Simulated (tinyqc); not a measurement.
Inside a calculation. Model: X-ray photoelectron analysis of a thin oxide on a semiconductor: attenuation lengths, thickness, angle series and band offsets. Computed by tinyqc, a small Python program that keeps every step. Command: `OMP_NUM_THREADS=1 python tinyqc.py 3110646 3110647 out.jsonl xps walk`. One thread of a shared host (Intel(R) Xeon(R) Processor @ 2.30GHz), about 0.01 s of CPU time with the checks. Intermediate numbers are printed to about 7 digits and carried at full precision; extremes and crossings named in words are read from the listed rows.

The same element is seen in the oxide and in the substrate, at nearly the same kinetic energy; films are flat and uniform, and the work function is ignored.

Inputs (values chosen for the exercise, modelled on SiO2 on silicon):
```
quantity                                           value     unit
photon energy                                       2000       eV
binding energy of the core level                    99.4       eV
oxide density                                       2.15   g/cm^3
oxide formula mass                                 60.08    g/mol
valence electrons per oxide formula                   16        -
oxide gap                                           8.87       eV
substrate density                                   2.33   g/cm^3
substrate formula mass                             28.09    g/mol
valence electrons per substrate formula                4        -
substrate gap                                       1.12       eV
oxide thickness d                                   0.69       nm
emission angle from the normal                        30  degrees
attenuation length over inelastic mean free path    0.86        -
carbon overlayer                                    0.33       nm
counts in the two peaks together                  200000        -
valence band offset used to make the data           4.52       eV
core level less valence band top, substrate        98.82       eV
core level less valence band top, thick oxide      98.35       eV
field in the oxide                                  0.39    MV/cm
```

## Inelastic mean free paths

TPP-2M: lambda = E/(E_p^2 [b ln(c E) - C/E + D/E^2]) in angstrom, E_p = 28.8 sqrt(N_v rho/M), b = -0.10 + 0.944/sqrt(E_p^2 + E_g^2) + 0.069 rho^0.1, c = 0.191/sqrt(rho), U = N_v rho/M, C = 1.97 - 0.91 U, D = 53.4 - 20.8 U, with E = photon energy less binding energy in eV. Attenuation length L = factor x lambda.

kinetic energy E = 1900.6 eV

Terms:
```
layer      E_p (eV)           b          c  lambda (nm)
oxide      21.79248  0.01461073  0.1302609     5.016347
substrate  16.58917  0.03186580  0.1251283     3.980788
```

L in the oxide = 4.314058 nm

L in the substrate = 3.423477 nm

## Peak ratio

R_0 = (rho_o/M_o) L_o/((rho_s/M_s) L_s); peak ratio R = I_ox/I_sub = R_0 [exp(d/(L_o cos theta)) - 1]; hence d = L_o cos theta ln(1 + R/R_0). A carbon layer weakens both peaks alike, by exp(-d_C/(L_o cos theta)) if its L is taken equal to L_o. This R_0 leaves out intrinsic losses from the substrate peak, so calibrated values can be larger.

R_0 = 0.5436544

d/(L_o cos theta) = 0.1846853

ratio R = 0.1102748

oxide share of the counts = 0.09932208

attenuation by carbon = 0.9154608

depth 3 L_o cos theta = 11.20825 nm

## Error budget of the thickness

With x = d/(L_o cos theta): d ln d/d ln R = (1 - exp(-x))/x = -d ln d/d ln R_0; counting error of R = 1/sqrt(N f (1 - f)), f the oxide share, which times the sensitivity gives that of d; an angle error adds tan(theta) d theta; d is proportional to L_o at fixed R_0. Assumed errors: 5 % in R_0, 1 degree, 5 % in L_o.

sensitivity to R = 0.9130890

counting error of d = 0.6826380 %

R_0 = 4.565445 %

angle = 1.007666 %

L_o = 5 %

The attenuation length is the largest of these terms.

## Angle series: uniform film or islands?

Islands: half of the surface carries 2 d and half none, R = R_0 (1/2)(1 - t)/(1/2 + t/2) with t = exp(-2 d/(L_o cos theta)); the apparent thickness is read with the uniform formula.

Against the angle:
```
theta (degrees)  R, uniform  R, islands  apparent d, islands (nm)
0                 0.0942931   0.0862193                 0.6350536
20                0.1008752   0.0916504                 0.6315600
35                0.1172222   0.1048217                 0.6230613
45                0.1379887   0.1209154                 0.6126201
55                0.1748447   0.1477876                 0.5950180
65                0.2500962   0.1964579                 0.5624356
75                0.4649098   0.2988536                 0.4891310
```

A uniform film gives d = 0.69 nm at every angle. The island film of the same volume reads 0.635 nm at normal emission and 0.489 nm at 75 degrees; its ratio cannot pass R_0, since the bare half always shows the substrate.

## Band offsets by core levels

Valence band offset = (E_core - E_v)(substrate) - (E_core - E_v)(oxide) + (core level separation at the interface, oxide less substrate). The separation is made here from the given offset; a uniform field F that raises the binding energy towards the surface shifts the oxide peak by e F <z>, <z> = d/(1 - exp(-x)) - d/x, x = d/(L_o cos theta), being the mean distance from the interface. Conduction band offset = oxide gap - substrate gap - valence band offset.

separation without field = 4.05 eV

<z> = 0.3556134 nm

separation with field = 4.063869 eV

apparent valence band offset = 4.533869 eV

true conduction band offset = 3.23 eV

apparent conduction band offset = 3.216131 eV

The field biases both offsets by 0.014 eV, in opposite directions.

Checks made by the program: thickness recovered (relative difference below 1e-10).
